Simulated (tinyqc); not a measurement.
Threshold-voltage variability of a planar MOSFET, analytic estimates: two steps of the calculation.

Three independent sources add in quadrature: random dopants in the depleted layer, metal-gate grains of two orientations, and roughness of the two gate edges acting through the roll-off VT = VT(long) - Vr exp(-L/l). These are first-order estimates: no three-dimensional electrostatics, no percolation.

Parameters, values chosen for the exercise; material values close to those of silicon:
- L = 65 nm (gate length)
- W = 170 nm (gate width)
- G = 4 nm (metal grain size)
- dW = 0.3 eV (work-function difference of the two grain orientations)
- p = 0.3 (share of the orientation of higher work function)
- De = 0.6 nm (rms roughness of one gate edge)
- La = 30 nm (correlation length of the roughness)
- l = 15 nm (decay length of the threshold roll-off)
- Vr = 2.3 V (prefactor of the roll-off)
- Nb = 33554432 (number of cells)
- Y = 0.48 (wanted yield)

Problem 1. Metal grains and edge roughness. Grains: Ng = L W/G^2 (at least 1), s2 = dW sqrt(p (1 - p)/Ng). Edges, with exponential correlation and u = W/La: the mean gate length has sL^2 = 2 De^2 (2/u)[1 - (1 - exp(-u))/u]; s3 = sL (Vr/l) exp(-L/l).

Wanted: Ng; s2; sL; dVT/dL; s3.

Solution 1.

Ng = 690.6
s2 = 5.231 mV
sL = 0.4576 nm
dVT/dL = 2.012 mV/nm
s3 = 0.9209 mV

Problem 2. Margin in standard deviations for the wanted yield. Cells fail independently with probability Q(k) = erfc(k/sqrt(2))/2 when the margin is k standard deviations, and Y = exp(-Nb Q(k)). phi = exp(-k^2/2)/sqrt(2 pi). Newton steps on ln Q(k) = ln(-ln(Y)/Nb): k(new) = k + [ln Q - ln(-ln(Y)/Nb)] Q/phi.

k after iteration 1 = 7.8379794

Give: Q(k); phi; k after iteration 2.

Solution 2.

Q(k) = 2.2893e-15
phi = 1.8227e-14
k after iteration 2 = 5.8192

Program tinyqc, `OMP_NUM_THREADS=1 python tinyqc.py 2090073 2090074 out.jsonl`; Intel Xeon 2.30GHz, shared host, one thread, about 0.01 s.
